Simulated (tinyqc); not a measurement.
Inside a calculation. Method: tight binding, dimerised chain. Computed by tinyqc, a small Python program that keeps every step. Settings: t1 = 2.33, t2 = 1.1, delta = 0, points = 8, cells = 3. Command: `OMP_NUM_THREADS=1 python tinyqc.py 28712 28713 out.jsonl` (the two numbers bound the seeds that draw the settings). One thread of a shared host (Intel(R) Xeon(R) Processor @ 2.60GHz), about 0.01 s of CPU time with the checks.

## Bloch Hamiltonian at k

Parameters chosen for this model:
```
parameter     value                      unit
t1         2.330000       eV, inside the cell
t2         1.100000         eV, between cells
delta             0  eV, +/- on the two sites
```

k point k (2 pi / a): [0.210000]

H_AA = +delta, H_BB = -delta, H_AB = -t1 - t2 exp(-i k a).

H(k) at k (eV), order A, B:
```
[[0.000000, -2.603559+1.065441i],
 [-2.603559-1.065441i, 0.000000]]
```

## Levels at k

Diagonalise the Hermitian matrix.

eigenvalues (eV): [-2.813127, 2.813127]

weights |c|^2 of the basis functions, order A, B:
```
[[0.500000, 0.500000],
 [0.500000, 0.500000]]
```

## Bloch Hamiltonian at X

k point X (2 pi / a): [0.500000]

As before.

H(k) at X (eV), order A, B:
```
[[0.000000, -1.230000],
 [-1.230000, 0.000000]]
```

## Levels at X

As before.

eigenvalues (eV): [-1.230000, 1.230000]

weights |c|^2 of the basis functions, order A, B:
```
[[0.500000, 0.500000],
 [0.500000, 0.500000]]
```

## Bands along a path

The same steps at evenly spaced points between the labelled ones.

Bands along the path (eV):
```
k            band 1    band 2
G         -3.430000  3.430000
G-X 0.33  -3.033463  3.033463
G-X 0.67  -2.018886  2.018886
X         -1.230000  1.230000
```

With 1 band(s) filled, the highest filled level on these points lies at X and the lowest empty one at X: a gap of 2.4600 eV, direct.

## Berry (Zak) phase of the lower band

On 8 points k_j = j/N: phase = -Im ln of the product of <u_j|u_(j+1)>, closed with u_N = u_0 (the cell-periodic part is taken without the site positions). Single arguments depend on the phases chosen for the u_j; only their sum modulo 2 pi does not.

Overlaps:
```
j  |<u_j|u_j+1>|  argument (rad)
0       0.992492       -0.122620
1       0.995210        0.343161
2       0.999931       -0.452809
3       0.973147        0.232268
4       0.973147        0.232268
5       0.999931       -0.452809
6       0.995210        0.343161
7       0.992492       -0.122620
```

phase / pi, folded into (-1, 1] = 0.000000

## Open chain of 3 cells

H of the open chain (eV):
```
[[0.000000, -2.330000, 0.000000, 0.000000, 0.000000, 0.000000],
 [-2.330000, 0.000000, -1.100000, 0.000000, 0.000000, 0.000000],
 [0.000000, -1.100000, 0.000000, -2.330000, 0.000000, 0.000000],
 [0.000000, 0.000000, -2.330000, 0.000000, -1.100000, 0.000000],
 [0.000000, 0.000000, 0.000000, -1.100000, 0.000000, -2.330000],
 [0.000000, 0.000000, 0.000000, 0.000000, -2.330000, 0.000000]]
```

The same hoppings without the wrap-around bond.

levels (eV): [-3.164815, -2.459733, -1.624918, 1.624918, 2.459733, 3.164815]

weights of the highest filled level on the sites: [0.187259, 0.091074, 0.221667, 0.221667, 0.091074, 0.187259]

The bulk gap runs from -1.2300 to 1.2300 eV; no level of this chain lies inside it.
